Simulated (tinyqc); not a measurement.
Worked calculation: coherent transport through a tight-binding region between two chains. One step of it, computed by the program tinyqc.

Question. Transmission at E = -0.39 eV. Surface Green function g = (E - i sqrt(4 t^2 - E^2)) / (2 t^2); self-energy tc^2 g on each contact site; G = (E - H - Sigma)^(-1); Gamma = -2 Im Sigma; T = Gamma_L Gamma_R |G_LR|^2; local density of states -Im G_ii / pi.

H of the central region (eV), lower triangle:
```
           1          2          3         4
1   0.000000
2  -0.840000   0.000000
3   0.000000  -1.770000   0.000000
4   0.000000   0.000000  -1.480000  0.000000
```

Leads: semi-infinite chains with site energy 0:

| parameter | value |
|---|---|
| lead hopping t (eV) | 2.690000 |
| coupling to the left lead (eV) | 0.560000 |
| coupling to the right lead (eV) | 1.320000 |
| left contact site | 1 |
| right contact site | 4 |

E = -0.390000 eV

Give: g; G; local density of states; transmission.

Answer.

g = -0.0269-0.3708i 1/eV

G (1/eV), lower triangle:
```
                 1                2                3               4
1  -0.1718-1.8055i
2   0.8625-0.7963i   0.2815-0.4811i
3   0.2716+0.6814i   0.2177+0.2719i  -0.0809-0.2635i
4  -0.9600+1.1319i  -0.2794+0.6470i   0.3940-0.3946i  0.4379-0.8778i
```

local density of states (1/eV): 0.5747  0.1531  0.0839  0.2794

transmission = 0.6618
